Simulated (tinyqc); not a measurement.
# Absorption edge of a degenerate semiconductor, band filling against gap narrowing: two studies

n-type, parabolic bands, full ionisation. eta = (EF - Ec)/kB T solves N = Nc F12(eta), F12(x) = (2/sqrt(pi)) int_0^infinity sqrt(u)/(1 + exp(u - x)) du. The gap shrinks rigidly by dEg = a3 y^(1/3) + a4 y^(1/4) + a2 y^(1/2), y = N/1e18 cm^-3, an empirical law that is here taken as the true narrowing.

Values chosen for this exercise; band and dielectric values close to those of indium phosphide:
- T = 400 K (temperature)
- Eg = 1.32 eV (band gap)
- Nc = 8.55e17 cm^-3 (conduction-band density of states at 400 K, from me)
- me = 0.0788 m0 (electron mass)
- mh = 0.608 m0 (hole mass)
- a3 = 12 meV (coefficient of (N/1e18)^(1/3))
- a4 = 9.4 meV (coefficient of (N/1e18)^(1/4))
- a2 = 3.4 meV (coefficient of (N/1e18)^(1/2))

Constants: q = 1.602176634e-19 C, kB = 1.380649e-23 J/K, Vt = kB T/q. Results are converted to the units shown.

Each table varies one quantity; the others keep the values above.

## The optical edge against doping

Vertical transitions need an empty final state: the edge is taken where the state lies 4 kB T below EF, E_opt = Eg - dEg + (1 + me/mh) max(eta - 4, 0) kB T; wavelength h c/(q E_opt).

The optical edge against doping:
```
N (cm^-3)      eta  dEg (meV)  filling shift (meV)  E_opt (eV)
2.1e17      -1.317      15.05                    0       1.305
4.6e17     -0.4311      19.31                    0       1.301
9.8e17      0.5354      24.64                    0       1.295
2.1e18       1.739      31.61                    0       1.288
4.6e18       3.461      41.02                    0       1.279
9.9e18       6.048      53.14                79.76       1.347
2.1e19       10.13      68.81                238.8       1.490
4.6e19       17.18      90.54                513.3       1.743
9.9e19       28.69      119.0                961.4       2.162
```

E_opt goes from 1.30 through a minimum of 1.28 (at N = 4.6e18 cm^-3 among the rows listed) to 2.16 eV, against Eg = 1.32 eV; the filling shift is 0 while eta is below 4. At the end narrowing grows as N^(0.36) and EF - Ec as N^(0.67). Filling therefore wins at high density. For N = 9.9e18, 2.1e19, 4.6e19, 9.9e19 EF lies more than 0.2 eV in the band, where non-parabolicity lowers it markedly.

## Approximations to the Fermi level

With u = N/Nc: Boltzmann ln u; Joyce-Dixon ln u + 0.353553 u - 4.95009e-3 u^2 + 1.48386e-4 u^3 - 4.42563e-6 u^4; degenerate limit (3 sqrt(pi) u/4)^(2/3). The Einstein ratio is D/(mu Vt) = F12/Fm, Fm(x) = dF12/dx = (1/sqrt(pi)) int_0^infinity u^(-1/2)/(1 + exp(u - x)) du.

Results:
```
N (cm^-3)      N/Nc      eta  Boltzmann  Joyce-Dixon  degenerate  D/(mu Vt)
5.4e16     0.063158  -2.7398    -2.7621      -2.7398     0.19174     1.0223
1.1e17      0.12865  -2.0052    -2.0506      -2.0052     0.30811     1.0453
2.2e17      0.25731  -1.2668    -1.3575      -1.2668     0.48910     1.0903
9.2e17       1.0760  0.44815   0.073272      0.44815      1.2695     1.3695
1.9e18       2.2222   1.5613    0.79851       1.5613      2.0588     1.7413
3.8e18       4.4444   2.9767     1.4917       2.9765      3.2682     2.4088
7.7e18       9.0058   5.0651     2.1979       5.0597      5.2333     3.6162
1.6e19       18.713   8.4229     2.9292       8.2416      8.5217     5.7504
3.2e19       37.427   13.466     3.6224       9.0164      13.527     9.0598
```

Estimate the missing row, N = 4.5e17 cm^-3.

Computed row:
```
N (cm^-3)     N/Nc       eta  Boltzmann  Joyce-Dixon  degenerate  D/(mu Vt)
4.5e17     0.52632  -0.45712   -0.64185     -0.45712     0.78811     1.1834
```

With this row back in the table: Boltzmann is within 0.1 of eta up to N/Nc = 0.26, Joyce-Dixon within 0.01 up to 9.0, and the degenerate limit is off by 0.061 in the last row. The Einstein ratio rises from 1.02 to 9.06: degenerate carriers diffuse faster for the same mobility.

Range of the model: Band tails, non-parabolic bands and incomplete ionisation are left out.

tinyqc, about 0.01 s, one thread, Intel Xeon 2.30GHz (shared host): `OMP_NUM_THREADS=1 python tinyqc.py 2330107 2330108 out.jsonl`
